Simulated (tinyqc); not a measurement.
# Rectangular fin or nanosheet with a gate all round, subbands and threshold shift from confinement: effects of single changes

Undoped body with a flat potential across it, hard walls, transport along x. One isotropic valley (g = 1, mx = my = mz = me). Non-parabolicity enters the subband edges through E (1 + al E) = gamma, so E = 2 gamma/(1 + sqrt(1 + 4 al gamma)); motion within a subband is taken as parabolic with the band-edge mass. Energies are counted from the bulk band edge.

Values chosen for this exercise; masses close to those of In0.53Ga0.47As: temperature T = 300 K; mass at the band edge me = 0.0407 m0; non-parabolicity al = 1.3 1/eV; width (along y) t = 8.9 nm; widening of the box by penetration into the insulator dl = 0 nm; gate capacitance per area of interface Cg = 1.6 uF/cm^2; height (along z) H = 8.9 nm.

Constants: q = 1.602176634e-19 C, kB = 1.380649e-23 J/K, hbar = 1.054571817e-34 J s, m0 = 9.1093837015e-31 kg, Vt = kB T/q, hbar^2/(2 m0) = 0.0380998212 eV nm^2. Results are converted to the units shown.

Each table varies one quantity; the others keep the values above.

## Confinement against the width

gamma = C pi^2 [a^2/(my (t + dl)^2) + b^2/(mz (H + dl)^2)], C = hbar^2/(2 m0). Each subband has N_k = g sqrt(2 mx m0 kB T/(pi hbar^2)); without degeneracy n = exp(EF/Vt) sum N_k exp(-E_k/Vt). Classical value Nc times t H, Nc = sum over valleys of 2 g (m m0 kB T/(2 pi hbar^2))^1.5 with m = (mx my mz)^(1/3). Threshold shift dVT = Vt ln(classical value/sum N_k exp(-E_k/Vt)). With degeneracy n = sum N_k F((EF - E_k)/Vt), F(x) = (1/sqrt(pi)) int_0^infinity u^(-1/2) du/(1 + exp(u - x)); gate: Vg = EF + q n/(Cg P), P = 2 (t + H), summed over the 60 lowest subbands at most, with Vg counted from the value that would put EF at the bulk band edge of an empty body. The last two columns are for Vg = 0.7 V; sensitivity d(dVT)/dt by central differences between 0.99 and 1.01 times the value.

Result of one run:

| t (nm) | E_1 (meV) | gap to the next edge (meV) | dVT (mV) | sensitivity (mV/nm) | n/P (cm^-2) | share of the lowest subband (%) |
|---|---|---|---|---|---|---|
| 7.7 | 213.3 | 193.7 | 164.4 | -22.68 | 1.995e12 | 53.04 |

What becomes of these results when the width (along y) t is changed from 7.7 to 12 nm, all else the same?

Result of the changed run:

| t (nm) | E_1 (meV) | gap to the next edge (meV) | dVT (mV) | sensitivity (mV/nm) | n/P (cm^-2) | share of the lowest subband (%) |
|---|---|---|---|---|---|---|
| 12 | 151.1 | 123.9 | 113.4 | -5.666 | 2.390e12 | 36.53 |

The whole series:

| t (nm) | E_1 (meV) | gap to the next edge (meV) | dVT (mV) | sensitivity (mV/nm) | n/P (cm^-2) | share of the lowest subband (%) |
|---|---|---|---|---|---|---|
| 3 | 629.0 | 125.1 | 555.4 | -250.9 | 4.290e11 | 97.88 |
| 3.8 | 469.7 | 145.2 | 402.4 | -144.7 | 1.037e12 | 87.00 |
| 4.8 | 354.4 | 163.9 | 293.2 | -81.56 | 1.467e12 | 72.42 |
| 6.1 | 270.1 | 180.6 | 215.1 | -43.58 | 1.706e12 | 65.16 |
| 7.7 | 213.3 | 193.7 | 164.4 | -22.68 | 1.995e12 | 53.04 |
| 9.8 | 173.6 | 172.3 | 130.9 | -10.92 | 2.209e12 | 43.87 |
| 12 | 151.1 | 123.9 | 113.4 | -5.666 | 2.390e12 | 36.53 |
| 16 | 130.6 | 75.32 | 99.14 | -2.199 | 2.595e12 | 28.24 |
| 20 | 120.8 | 50.24 | 92.86 | -1.121 | 2.728e12 | 23.02 |

As t grows from 3 to 20 nm, E_1 falls from 629 to 121 meV and dVT falls from 555 to 92.9 mV. E_1 goes as t^(-1.24) at the thin end; a thickness error of 0.2 nm moves the threshold by 50 mV in the first row and 0.22 mV in the last. The charge per interface area rises from 4.29e11 to 2.73e12 cm^-2. For t = 9.8, 12, 16, 20 the charge in the last two columns would bend the potential across the body noticeably, which is left out.

## Charge and subband filling against gate voltage

Same model as above.

Each subband has N_k = g sqrt(2 mx m0 kB T/(pi hbar^2)). Cq = q dn/dEF.

Results:

| Vg (V) | EF - E_1 (eV) | n (cm^-1) | n/P (cm^-2) | share of the lowest subband (%) | Cq/(Cg P) | total C/(Cg P) |
|---|---|---|---|---|---|---|
| 0.04 | -0.1476 | 3098 | 8.703e8 | 99.91 | 0.003363 | 0.003352 |
| 0.29 | 0.06010 | 1.506e6 | 4.229e11 | 99.45 | 0.4168 | 0.2942 |
| 0.41 | 0.1466 | 2.698e6 | 7.578e11 | 91.96 | 0.4714 | 0.3204 |
| 0.54 | 0.2187 | 4.754e6 | 1.335e12 | 64.33 | 1.102 | 0.5241 |
| 0.67 | 0.2821 | 7.121e6 | 2.000e12 | 48.90 | 0.9429 | 0.4853 |
| 0.79 | 0.3441 | 9.185e6 | 2.580e12 | 41.92 | 1.017 | 0.5043 |
| 0.92 | 0.4045 | 1.166e7 | 3.275e12 | 35.83 | 1.285 | 0.5624 |
| 1.04 | 0.4531 | 1.420e7 | 3.988e12 | 31.16 | 1.662 | 0.6243 |

Estimate the missing row, Vg = 0.17 V.

Computed row:

| Vg (V) | EF - E_1 (eV) | n (cm^-1) | n/P (cm^-2) | share of the lowest subband (%) | Cq/(Cg P) | total C/(Cg P) |
|---|---|---|---|---|---|---|
| 0.17 | -0.02542 | 2.797e5 | 7.857e10 | 99.89 | 0.2444 | 0.1964 |

With this row back in the table: EF passes E_1 = 0.188 eV at Vg = 0.204 V. The share of the lowest subband falls from 99.9 to 31.2 % and the total capacitance moves up and down between 0.00335 and 0.624 of Cg P. In the last row 41 % of an added gate voltage goes into raising EF (from the last two rows). For Vg = 0.67, 0.79, 0.92, 1.04 the charge would bend the potential across the body noticeably, which is left out.

Range of the model: Non-parabolicity also makes carriers heavier within each subband, which is left out, so densities of states are understated at high energy.

Computed by the program tinyqc: `OMP_NUM_THREADS=1 python tinyqc.py 2350081 2350082 out.jsonl`, one thread of a shared Intel Xeon 2.30GHz, about 0.1 s for the whole run.
